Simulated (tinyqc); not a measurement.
## Bulk resistivity and mean free path from two films

Problem. In the thick-film limit single-crystal films obey rho = rho0 (1 + 3 (1 - ps) lam/(8 d)). Find rho0, lam and the product rho0 lam.

Inputs (values chosen for the exercise):
- ps = 0 (specular share of surface scattering)

rho at d = 59 and 330 nm (uohm cm): 2.0932373  1.7538818

Answer. rho is a straight line in 1/d: the intercept is rho0 and the slope (3/8)(1 - ps) rho0 lam. Without ps only the product (1 - ps) lam could be found.

rho0 = 1.68 uohm cm
lam = 38.7 nm
rho0 lam = 65.0 uohm cm nm

Program tinyqc, `OMP_NUM_THREADS=1 python tinyqc.py 2100022 2100023 out.jsonl`; Intel Xeon 2.30GHz, shared host, one thread, about 0.01 s.
